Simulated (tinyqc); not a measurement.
From isolated dopants to a band: overlap of hydrogenic dopants: pairs, impurity band and the Mott density.

Ry* = Ry m/eps^2, aB = a0 eps/m. For 1s orbitals a distance rho = R/aB apart, in Ry*: overlap S = exp(-rho)(1 + rho + rho^2/3), J = (2/rho)(1 - (1 + rho) exp(-2 rho)) (attraction to the other ion), Kx = 2 (1 + rho) exp(-rho) (exchange of one electron). One electron on a pair has E = -1 - (J +/- Kx)/(1 +/- S), without the repulsion 2/rho of the ions. Hopping after orthogonalisation: t = (Kx - S J)/(1 - S^2), half the splitting. Dopants on a lattice with z neighbours, n = 1/R^3 (simple cubic), give a band of width B = 2 z t, as on any lattice of two interpenetrating sublattices. Valleys, central cells and disorder are left out.

Constants: Ry = 13.60569312 eV; a0 (Bohr radius) = 0.5291772105 angstrom.

Parameters, chosen for this exercise (an isotropic mass and dielectric constant of the size used for donors in Si; not measured data):
- m = 0.299 m0 (mass)
- eps = 11.3 (dielectric constant)
- z = 6 (neighbours in the dopant lattice)
- u = 1.25 Ry* (cost of a second electron on one dopant)

The distance R/aB is varied; density from the lattice formula.

Against distance:

| R/aB | n (1/cm^3) | n^(1/3) aB | S | t (meV) | B (meV) | B/u |
|---|---|---|---|---|---|---|
| 10.0 | 1.25e+17 | 0.100 | 0.0020 | 0.0190 | 0.228 | 0.006 |
| 8.0 | 2.44e+17 | 0.125 | 0.0102 | 0.1113 | 1.336 | 0.034 |
| 7.0 | 3.64e+17 | 0.143 | 0.0222 | 0.2630 | 3.156 | 0.079 |
| 6.0 | 5.79e+17 | 0.167 | 0.0471 | 0.6068 | 7.282 | 0.183 |
| 5.0 | 1.00e+18 | 0.200 | 0.0966 | 1.3582 | 16.299 | 0.409 |
| 4.5 | 1.37e+18 | 0.222 | 0.1361 | 2.0047 | 24.056 | 0.604 |
| 3.5 | 2.92e+18 | 0.286 | 0.2592 | 4.2444 | 50.933 | 1.279 |
| 3.0 | 4.63e+18 | 0.333 | 0.3485 | 6.1018 | 73.221 | 1.839 |

Give the missing row, R/aB = 4.0.

Computed row:
```
R/aB  n (1/cm^3)  n^(1/3) aB       S  t (meV)  B (meV)    B/u
4.0     1.95e+18       0.250  0.1893   2.9304   35.165  0.883
```

critical densities (1/cm^3): B = u 2.22e+18, B = (2/sqrt3) u 2.59e+18, n^(1/3) aB = 0.26 2.20e+18

From R = 10 to 5 aB the density rises eightfold and the band widens by a factor 72, since t falls about as R exp(-R/aB). B passes u at 2.2e+18/cm^3, n^(1/3) aB = 0.261; the screening rule gives a density 0.99 times that. An ordered lattice overstates the ease of conduction, as random spacing localises the tails, and below R = 4 aB (S above 0.19) nearest-neighbour hopping alone is no longer enough.

tinyqc: `OMP_NUM_THREADS=1 python tinyqc.py 1480208 1480209 out.jsonl`; about 0.01 s, one thread, shared Intel(R) Xeon(R) Processor @ 2.30GHz.
